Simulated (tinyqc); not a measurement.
# Bending a trimer

Model: Tersoff bond-order potential. Computed by tinyqc, a small Python program. Command: `OMP_NUM_THREADS=1 python tinyqc.py 3016504 3016505 out.jsonl tersoff sweep`. One thread of a shared host (Intel(R) Xeon(R) Processor @ 2.30GHz), about 0.01 s of CPU time with the checks.

E = (1/2) sum_(i, j != i) [A exp(-lambda r_ij) - b_ij B exp(-mu r_ij)], b_ij = (1 + (beta zeta_ij)^n)^(-1/(2n)), zeta_ij = sum_(k != i, j) g(theta_ijk), g = 1 + c^2/d^2 - c^2/(d^2 + (h - cos theta)^2), with theta at atom i. Only nearest neighbours count (cut-off function 1 for them, 0 beyond).

Inputs (values chosen for the exercise, modelled on silicon):
```
quantity             value        unit
A                   1852.8          eV
B                   464.94          eV
lambda              2.4799  1/angstrom
mu                  1.7322  1/angstrom
beta              1.14e-06           -
n                   0.7839           -
c                    98610           -
d                    16.05           -
h                  -0.5853           -
bond length r_12      2.24    angstrom
bond length r_13      2.39    angstrom
```

Method. Atom 1 binds atoms 2 and 3, which do not interact. b_12 = b_13 follow from zeta = g(theta); b_21 = b_31 = 1. E = sum over the two bonds of A exp(-lambda r) - (b + 1)/2 B exp(-mu r).

One run for each value:
```
angle theta at atom 1 (degrees)  energy of the trimer (eV)  bond order b_12  g(theta)
90                                                  -4.367           0.9377     50134
100                                                 -4.580           0.9629     24816
120                                                 -4.868           0.9967      1067
130                                                 -4.881           0.9982       485
140                                                 -4.806           0.9894      4787
160                                                 -4.644           0.9703     18396
180                                                 -4.577           0.9625     25185
```

Give the missing row, angle theta at atom 1 (degrees) = 110.

Computed row:
```
angle theta at atom 1 (degrees)  energy of the trimer (eV)  bond order b_12  g(theta)
110                                                 -4.754           0.9833      8672
```

Interpolating between the two neighbouring rows (linearly) misses most in g(theta), by 49 %. Over the rows, energy of the trimer (eV) goes from -4.37 through a minimum among these rows, -4.88 at 130, to -4.58; bond order b_12 goes from 0.938 through a maximum among these rows, 0.998 at 130, to 0.962; g(theta) goes from 50100 through a minimum among these rows, 485 at 130, to 25200. The bond order is largest where g is least, at cos theta = h, 125.8 degrees.

Extremes, crossings and ranges named in words are read from the listed rows.
